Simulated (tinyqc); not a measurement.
# Input admittance of a MOSFET at zero drain bias: distributed channel and distributed gate: two studies

Source and drain grounded, strong inversion, w = 2 pi f, Cox = eps0 eox/tox. The channel is an RC line of resistance 1/(mu Cox Vo) per square fed from both ends, so one finger has the intrinsic admittance y = i w Cox L tanh(g)/g per width, g = (1/2) sqrt(i w tau), tau = L^2/(mu Vo). The vertical resistance rv/L is in series with y, the overlaps 2 i w Cov in parallel: y_t = 1/(1/y + rv/L) + 2 i w Cov. The gate strip is a line of Rsh/L per length loaded by y_t, so a finger has Y = y_t Wf tanh(k)/k, k = (Wf/sd) sqrt(y_t Rsh/L); the device has Nf Y.

Inputs (values chosen for the exercise); values of the order met in silicon radio-frequency transistors:
```
symbol  value        unit                                                                 meaning
eox       3.9              relative permittivity of the gate insulator (close to silicon dioxide)
tox       4.1          nm                                                     insulator thickness
L         1.9          um                                                          channel length
Wf        1.1          um                                                            finger width
Nf          1                                                                   number of fingers
mu        400  cm^2/(V s)                                                        channel mobility
Vo       0.53           V                                                          gate overdrive
Rsh        18  ohm/square                                            sheet resistance of the gate
rv          0    ohm um^2                                  vertical resistivity of the gate stack
sd          2                                       number of ends at which a finger is contacted
Cov      0.26       fF/um                             overlap and fringe capacitance on each side
f         1.4         GHz                                                               frequency
```

Constants: eps0 = 8.8541878128e-14 F/cm where lengths are in cm. Results are converted to the units shown.

Each table varies one quantity; the others keep the values above.

## Input impedance against frequency

Low-frequency limits, with c = Cox L and ct = c + 2 Cov: R_strip = Rsh Wf/(3 sd^2 L Nf), R_ch = (c/ct)^2 L/(12 mu Cox Vo Wf Nf), R_vert = (c/ct)^2 rv/(L Wf Nf), C = ct Wf Nf. Z = 1/(Nf Y) = R + 1/(i w C), Q = |Im Z|/R, far-point signal |1/cosh k|.

The same in every row: low-frequency R (ohm) = 757.1.

Input impedance against frequency:
```
f (GHz)	w tau	|k|	R (ohm)	C (fF)	Q	signal at the far point
0.01	0.01070	0.001725	757.1	18.17	1157	1.000
0.04	0.04280	0.003450	757.1	18.17	289.2	1.000
0.1	0.1070	0.005454	757.1	18.17	115.7	1.000
0.3	0.3210	0.009445	757.0	18.17	38.56	1.000
0.8	0.8559	0.01540	756.8	18.15	14.48	1.000
2	2.140	0.02413	755.4	18.05	5.838	1.000
6	6.420	0.03893	742.2	17.11	2.089	0.9997
20	21.40	0.05311	628.9	11.75	1.077	0.9990
40	42.80	0.06163	460.1	7.812	1.107	0.9987
```

Read the table: what changes, and by how much?

R falls from 757 to 460 ohm and C falls from 18.2 to 7.81 fF. Q goes as f^(-1.00) between the first two rows and f^(0.04) between the last two, where w tau = 42.8 and |k| = 0.0616. The low-frequency limits hold both R and C within 5 % up to f = 2 GHz among the rows.

## Effect of the channel length

Same model as above.

Result of one run:
```
L (um)	w tau	|k|	R (ohm)	low-frequency R (ohm)	C (fF)	Q	signal at the far point
0.42	0.07319	0.02151	139.4	139.4	4.463	182.8	1.000
```

What becomes of these results when the channel length L is changed from 0.42 to 0.11 um, all else the same?

Result of the changed run:
```
L (um)	w tau	|k|	R (ohm)	low-frequency R (ohm)	C (fF)	Q	signal at the far point
0.11	0.005021	0.02510	34.15	34.15	1.591	2092	1.000
```

The whole series:
```
L (um)	w tau	|k|	R (ohm)	low-frequency R (ohm)	C (fF)	Q	signal at the far point
0.03	3.734e-4	0.03512	56.36	56.36	0.8499	2373	1.000
0.058	0.001396	0.02886	34.22	34.22	1.109	2994	1.000
0.11	0.005021	0.02510	34.15	34.15	1.591	2092	1.000
0.22	0.02008	0.02273	64.42	64.42	2.610	676.1	1.000
0.42	0.07319	0.02151	139.4	139.4	4.463	182.8	1.000
0.8	0.2656	0.02084	294.6	294.6	7.983	48.34	1.000
1.6	1.062	0.02041	630.0	630.4	15.37	11.74	1.000
3	3.734	0.01966	1215	1223	27.79	3.367	0.9999
```

As L goes from 0.03 to 3, R goes from 56.4 through a minimum of 34.1 (at L = 0.11 among the rows listed) to 1210 ohm, C rises from 0.850 to 27.8 fF and Q goes from 2370 through a maximum of 2990 (at L = 0.058 among the rows listed) to 3.37. R_strip falls as 1/L while R_ch grows with L, which gives the minimum of R.

Numbers from tinyqc (`OMP_NUM_THREADS=1 python tinyqc.py 2262079 2262080 out.jsonl`; about 0.01 s on one thread of a shared Intel Xeon 2.30GHz).
